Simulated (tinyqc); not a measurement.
From chamber pressure p_1 back to pipe length l: gas flow in a process chamber: flow regimes, conductance, effective pumping speed, pump-down, outgassing and purge. Computed by tinyqc, a small Python program. Command: `OMP_NUM_THREADS=1 python tinyqc.py 3120717 3120718 out.jsonl pump inv`. One thread of a shared host (Intel(R) Xeon(R) Processor @ 2.30GHz), about 0.01 s of CPU time with the checks.

Ideal gas, isothermal flow, a pump of constant speed at the end of a round pipe; process gas, volume gas and outgassing are given the same properties. 1 sccm = 101325 Pa x 1e-6 m^3/60 s x T/273.15 K.

Inputs (values chosen for the exercise, modelled on hydrogen near room temperature):
```
quantity,value,unit
molar mass M,2.016,g/mol
molecular diameter,0.27,nm
viscosity eta,8.9,micropascal s
temperature T,350,K
chamber volume V,71,L
pipe diameter d,25,cm
pump speed S,760,L/s
process gas flow,1900,sccm
```

Constants: k_B = 1.380649e-23 J/K; u = 1.6605390666e-27 kg.

Method:
- Mean speed c = sqrt(8 k_B T/(pi m)); aperture conductance C_a = c pi d^2/16; molecular pipe C_m = C_a/(1 + 3 l/(4 d)) (Dushman form); viscous pipe C_v = pi d^4 p_mean/(128 eta l); Knudsen interpolation C = C_v + C_m (1 + x)/(1 + 1.24 x), x = d p_mean sqrt(m/(k_B T))/eta.
- Effective speed 1/S_eff = 1/S + 1/C_m; time constant V/S_eff; pressure at which the free path k_B T/(sqrt2 pi d_m^2 p) equals d.
- Steady flow: the pump inlet is at p_2 = Q/S, and the chamber pressure p_1 solves Q = C((p_1 + p_2)/2) (p_1 - p_2). Residence time = p_1 V/Q.
- Knudsen number = free path at the mean pressure over d.

Question. A run gave the result below. Find the pipe length l, known to lie between 26 and 60 cm.

chamber pressure p_1 = 5.436312 Pa

Answer.

Each step takes the trial c = (a f_b - b f_a)/(f_b - f_a), f being the result less the target and a, b, c the logarithms of the listed values; c replaces end b, the old b replaces a if the sign of f changed, and otherwise f_a is halved.

Scan of the range:
```
pipe length l (cm),chamber pressure p_1 (Pa)
26.0,5.42717
29.9,5.42972
34.4,5.43264
39.5,5.43594
45.4,5.43975
52.2,5.44412
60.0,5.44912
```

False position (Illinois rule, in the logarithm of the input) inside the bracket:
```
step,end a,end b,trial,chamber pressure p_1 (Pa)
1,39.5000,45.4000,40.0352,5.43629
2,45.4000,40.0352,40.0674,5.43631
3,45.4000,40.0674,40.0712,5.43631
4,40.0674,40.0712,40.0694,5.43631
```

Chamber pressure p_1 rises at every point of a 13-point scan of the range (every second point is shown), so one value fits; it is bracketed by 39.5 and 45.4. Answer: pipe length l = 40.07 cm.
